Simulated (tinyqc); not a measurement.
A longer run and its error bar: q-state Potts model on a small periodic square lattice: enumeration, Metropolis, heat-bath and Wolff steps. Computed by tinyqc, a small Python program. Command: `OMP_NUM_THREADS=1 python tinyqc.py 3110336 3110337 out.jsonl potts walk`. One thread of a shared host (Intel(R) Xeon(R) Processor @ 2.30GHz), about 0.04 s of CPU time with the checks.

E = -J x (number of nearest-neighbour bonds with equal states); n x n sites with periodic edges have 2 n^2 bonds. Order parameter m = (q f - 1)/(q - 1), f being the largest share of one state. Sites are numbered row by row from 0. Here q = 3 and n = 3.

Inputs (values chosen for the exercise, for a model of domains or grain orientations):
```
quantity             value  unit
number of states q       3     -
edge n                   3     -
coupling J              72   meV
temperature T          757     K
seed                180244     -
```

Update: Metropolis.

Constants: k_B = 8.617333262e-05 eV/K.

Method:
- K = J/(k_B T); the infinite square lattice orders at K_c = ln(1 + sqrt(q)); Wolff bond probability p = 1 - exp(-K).
- All q^(n^2) states are counted by their number b of equal bonds; weights g(b) exp(K b), K = J/(k_B T). Per site: u = -J <b>/n^2, c/k_B = K^2 (<b^2> - <b>^2)/n^2.
- ln Z = ln sum g(b) exp(K b); entropy per site s/k_B = (ln Z - K <b>)/n^2.
- After 400 updates are discarded, b is recorded for 4000 sweeps of n^2 steps of the update named (random numbers not printed, so these rows are one sample). Records are averaged in blocks; the error is the scatter of block means over sqrt(number of blocks), and the last column its square over that for single records.

start states:
```
   1  2  3
1  2  0  0
2  2  2  0
3  0  0  0
```

K = 1.10373

<b> = 16.5282

Blocking:
```
block length  mean b    error  variance ratio
1             16.622  0.04040          1.0000
4             16.622  0.06925          2.9373
16            16.622  0.09779          5.8578
40            16.622  0.09928          6.0377
100           16.622  0.10584          6.8620
```

What does the comparison show, and why?

The run gives 16.622 +/- 0.099 (blocks of 40) against the exact 16.528, a difference of 0.9 error bars. Single records understate the error by a factor of about 2.5, because successive records are correlated.

Extremes, crossings and ranges named in words are read from the listed rows.
